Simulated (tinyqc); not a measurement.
Band-to-band tunnelling across a p-n junction in a two-band chain, step by step. Values are carried at full precision from step to step, so a last printed digit may differ when a step is redone from the rounded ones.

Sites alternate A at -Eg/2 and C at +Eg/2 with hopping -t; near the edges, with k counted from the zone boundary pi/a, E^2 = (Eg/2)^2 + (t a k)^2, so t = sqrt(c Eg/m)/a gives the mass m, c = hbar^2/2m0. In the gap cosh(q a) = 1 + (Eg^2/4 - e^2)/(2 t^2), e the energy from the local mid-gap. The potential is V0 = Eg + ov on the p side (left), 0 on the n side, and falls linearly over the 2N sites of the junction, V_j = V0 (1 - j/(2N + 1)), j = 1 to 2N, site 1 being A. E = Eg/2 + x ov. A half chain that ends on a site of level e1 with neighbour e2 has g = (1 + z)/(E - e1), z = exp(-/+ i k a) the root with Im g < 0, cos(k a) = (E - e1)(E - e2)/(2 t^2) - 1. S_L = t^2 g (ending on C, shifted by V0), S_R = t^2 g (starting on A). T = 4 Im(S_L) Im(S_R) |G_(1,2N)|^2.

Constants: hbar^2/2m0 = 3.80998211 eV angstrom^2.

Parameters, chosen for this exercise (gap and mass near those of GaAs; shifted at random, so the results belong to these values and not to a real crystal): Eg = 1.475 eV (gap); m = 0.0753 m0 (mass of electron and light hole); a = 6 angstrom (period (two sites)); ov = 0.4 eV (overlap: top of the valence band on the p side above the conduction edge on the n side); N = 3 (periods in the small junction); x = 0.71 (energy above the n-side conduction edge, as a share of ov).

## Hopping, field and tunnelling length

Form t, V0, E, the field F = V0/((2N + 1) a/2) (1 V/angstrom = 100 MV/cm) and the length Eg/F over which E lies in the gap.

t = 1.4398 eV
V0 = 1.8750 eV
E = 1.0215 eV
F = 8.929 MV/cm
tunnelling length = 16.52 angstrom

So short a junction keeps the matrix small; its field is above the 1 to 3 MV/cm of tunnel diodes.

## Self-energies of the two sides

Form cos(k a) and S for each side.

cos(k a): left -0.955488, right -0.879514

S_L, S_R (eV): [-0.05800-0.38443i, 0.14200-0.56084i]

## Recursive Green function

g_1 = 1/(E - e_1 - S_L); g_j = 1/(E - e_j - t^2 g_(j-1)), with S_R also subtracted at the last site; G_1j = G_1(j-1) (-t) g_j, G_11 = g_1; e_j is the site level plus V_j. The self-energies stand in the order S_L, S_R.

Sweep:
```
j  e_j (eV)       g_j (1/eV)      G_1j (1/eV)
1    0.8696   1.0940-2.0041i   1.0940-2.0041i
2    2.0768  -0.1174-0.1468i   0.6085-0.1076i
3    0.3339   0.9705-0.3172i  -0.8011+0.4282i
4    1.5411  -0.3701-0.0961i  -0.4861+0.1173i
5   -0.2018   0.4974-0.0498i   0.3397-0.1189i
6    1.0054  -0.6501-0.3731i   0.3819+0.0713i
```

T = 0.1301

## WKB for the same field

T = exp(-2 I/F), I = integral of q de across the gap. Continuum: q = sqrt(Eg^2/4 - e^2)/(t a), I = pi Eg^2/(8 t a). Lattice: q from the cosh formula, 12 Gauss-Legendre points in u with e = (Eg/2) sin(u), u from -pi/2 to pi/2. F in V/angstrom is the value in MV/cm over 100.

I (eV/angstrom): continuum 0.098897, lattice 0.098106

T by WKB: continuum 0.1091, lattice 0.1111

The chain gives 0.1301, 1.172 times the lattice WKB value; the exponent is only 2.20, and reflections at the two kinks of the potential count.

## Checks

- G_(1,2N) from the sweep against inversion of the whole matrix (size): both 0.38846.

tinyqc: `OMP_NUM_THREADS=1 python tinyqc.py 1482121 1482122 out.jsonl`; about 0.01 s, one thread, shared Intel(R) Xeon(R) Processor @ 2.30GHz.
